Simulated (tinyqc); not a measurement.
Inside a calculation. Method: Jacobi rotations on a symmetric matrix. Computed by tinyqc, a small Python program that keeps every step. Settings: method = jacobi. Command: `OMP_NUM_THREADS=1 python tinyqc.py 24192 24193 out.jsonl` (the two numbers bound the seeds that draw the settings). One thread of a shared host (Intel(R) Xeon(R) Processor @ 2.60GHz), about 0.01 s of CPU time with the checks.

## Jacobi rotation 1

A:
$$\begin{pmatrix}
0.344000 & 0.800000 & 1.436000 \\
0.800000 & 0.488000 & 0.071000 \\
1.436000 & 0.071000 & 1.984000
\end{pmatrix}$$

Take the largest off-diagonal element A_pq; tan 2 theta = 2 A_pq / (A_qq - A_pp) with |theta| <= pi/4; A' = J^T A J with J_pp = J_qq = cos, J_pq = sin, J_qp = -sin.

p, q, theta (rad): [1.000000, 3.000000, 0.525975]

A':
$$\begin{pmatrix}
-0.489631 & 0.656222 & 0.000000 \\
0.656222 & 0.488000 & 0.463049 \\
0.000000 & 0.463049 & 2.817631
\end{pmatrix}$$

## Jacobi rotation 2

As before.

p, q, theta (rad): [1.000000, 2.000000, 0.465286]

A':
$$\begin{pmatrix}
-0.819087 & 0.000000 & -0.207760 \\
0.000000 & 0.817456 & 0.413823 \\
-0.207760 & 0.413823 & 2.817631
\end{pmatrix}$$

## All rotations

The off-diagonal norm falls at every rotation.

Rotations:
```
step  p  q      theta  off-diagonal norm
1     1  3   0.525975           1.14e+00
2     1  2   0.465286           6.55e-01
3     2  3   0.196168           2.94e-01
4     1  3  -0.054576           5.73e-02
5     1  2   0.025807           3.12e-03
6     2  3  -0.001015           8.06e-05
7     1  3   0.000015           8.18e-08
8     1  2   3.69e-08           1.25e-12
```

eigenvalues: [-0.831263, 0.736261, 2.911002]
